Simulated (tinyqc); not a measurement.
Worked calculation: hot carriers by balance equations with a heated Maxwellian. Computed by tinyqc, a small Python program that keeps every step. Command: `OMP_NUM_THREADS=1 python tinyqc.py 3024535 3024536 out.jsonl hot walk`. One thread of a shared host (Intel(R) Xeon(R) Processor @ 2.30GHz), about 0.01 s of CPU time with the checks. Intermediate numbers are printed to about 7 digits and carried at full precision; extremes and crossings named in words are read from the listed rows.

The carriers follow a Maxwellian at an electron temperature T_e, slightly displaced; the drift energy is neglected against k_B T_e. The balance averages the rate, not the time, so mu_0 lies below the relaxation-time value.

Inputs (values chosen for the exercise, modelled on holes in germanium):
```
quantity,value,unit
effective mass m,0.309,m_0
density rho,5323,kg/m^3
sound velocity v_l,5310,m/s
acoustic deformation potential D_A,5.4,eV
phonon energy hbar w,35.6,meV
optical or intervalley deformation potential D_o,8.9,1e8 eV/cm
final valleys Z_f,1,-
lattice temperature T,150,K
electric field F,10,kV/cm
iteration cap,300,-
```

Band: parabolic. Solver: Newton.

Constants: k_B = 8.617333262e-05 eV/K; k_B = 1.380649e-23 J/K; e = 1.602176634e-19 C; hbar = 1.054571817e-34 J s; m_0 = 9.1093837015e-31 kg; hbar = 6.582119569e-16 eV s.

## Equilibrium values

Parabolic band: E = hbar^2 k^2/(2 m), speed v = hbar k/m, states per spin, volume and energy g(E) = m k/(2 pi^2 hbar^2). Masses are multiplied by m_0 and all formulas are in SI units. Phonon occupation N_q = 1/(exp(hbar w/(k_B T)) - 1). Acoustic deformation potential (elastic, equipartition, absorption and emission together): 1/tau = 2 pi k_B T D_A^2 g(E)/(hbar rho v_l^2). Optical or intervalley deformation potential: 1/tau = (pi Z_f D_o^2/(rho w)) [N_q g(E + hbar w) + (N_q + 1) g(E - hbar w)], with g = 0 below the band edge. Averages over the Maxwellian, <y> = int y x^(1/2) exp(-x) dx / int x^(1/2) exp(-x) dx with x = E/(k_B T_e), split at x_0 = hbar w/(k_B T_e): 64 Gauss-Legendre points in sqrt(x) below it and 128 in sqrt(x - x_0) above it, up to x = 32. Momentum balance: mu(T_e) = e/(m nu), nu = <x (sum of rates)>/<x>. Power lost per carrier: P(T_e) = hbar w <emission rate - absorption rate> + <(2 m v_l^2/(k_B T)) (E - 2 k_B T) acoustic rate>. Energy relaxation time at weak heating: tau_E = (3/2) k_B / (dP/dT_e), the derivative by a central difference of +/- 0.5 K at T_e = T.

low-field mobility mu_0 = 6299.283 cm^2/(V s)

energy relaxation time tau_E = 1.537782 ps

Energy and momentum relax at comparable rates here.

## Balance functions

The field that sustains T_e follows from e mu F^2 = P.

Against the electron temperature:
```
T_e (K),mu (cm^2/(V s)),P optical (1e9 eV/s),P acoustic (1e9 eV/s),F (kV/cm),drift velocity (1e7 cm/s)
165,5613.570,1.3178,5.990924e-03,0.48560,0.2725971
195,4614.948,4.2418,1.953846e-02,0.96092,0.4434594
240,3677.982,9.0150,4.335196e-02,1.56935,0.5772027
300,2950.771,15.5429,8.078161e-02,2.30104,0.6789836
450,2093.769,30.7960,1.978737e-01,3.84745,0.8055680
750,1465.360,55.3126,5.109077e-01,6.17215,0.9044422
1200,1101.711,82.6180,1.130942e+00,8.71878,0.9605577
1800,877.082,110.2185,2.176611e+00,11.32019,0.9928732
```

Optical phonons take 100 % of the power in the first row and 98 % in the last. The velocity grows as F^0.71 at first and as F^0.13 at the end, so it levels off; if optical phonons alone set both balances the limit at high T_e would be sqrt(3 hbar w tanh(hbar w/2 k_B T)/(4 m)) = 1.16 in the same unit. Rows above 1400 K (k_B T_e > 0.12 eV) stretch the parabolic band.

## First iteration

Newton: h(T_e) = P - e mu F^2, T_new = T_e - h/h', with h' by a central difference of +/- 0.5 K, limited to the range T to 3 T_e. Start at T_e = 1.5 T.

mu at the start = 3938.038 cm^2/(V s)

P at the start = 7.430019e+09 eV/s

new T_e = 419.3030 K

## The whole iteration

Start at T_e = 1.5 T; stop when T_e moves by less than 1e-6 K or exceeds 1e6 K.

Course of the iteration:
```
iteration,T_e (K),mu (cm^2/(V s)),step (K)
1,225.000,3938.038,1.943030e+02
2,419.303,2212.548,3.737731e+02
3,793.076,1414.185,4.524039e+02
4,1245.480,1078.314,2.106134e+02
5,1456.093,986.647,2.134923e+01
6,1477.443,978.611,1.692877e-01
7,1477.612,978.549,1.039820e-05
8,1477.612,978.549,4.547474e-13
```

electron temperature T_e = 1477.612 K

Converged in 8 iterations.

## Drift velocity

v = mu(T_e) F; warm-carrier coefficient (mu/mu_0 - 1)/F^2.

mobility mu(T_e) = 978.5485 cm^2/(V s)

drift velocity = 0.9785485 1e7 cm/s

mu/mu_0 = 0.1553429

(mu/mu_0 - 1)/F^2 = -0.008446571 cm^2/kV^2

T_e/T = 9.85; the simple estimate T + (2/3) e mu_0 F^2 tau_E/k_B would give 7644 K, too high since mu falls and tau_E changes as the gas heats. Caution: k_B T_e exceeds 0.12 eV, where non-parabolicity and a non-Maxwellian tail matter.

Checks made by the program: detailed balance, P(T_e = T) = 0, on the scale of P at 1.1 T (relative difference below 1e-10).
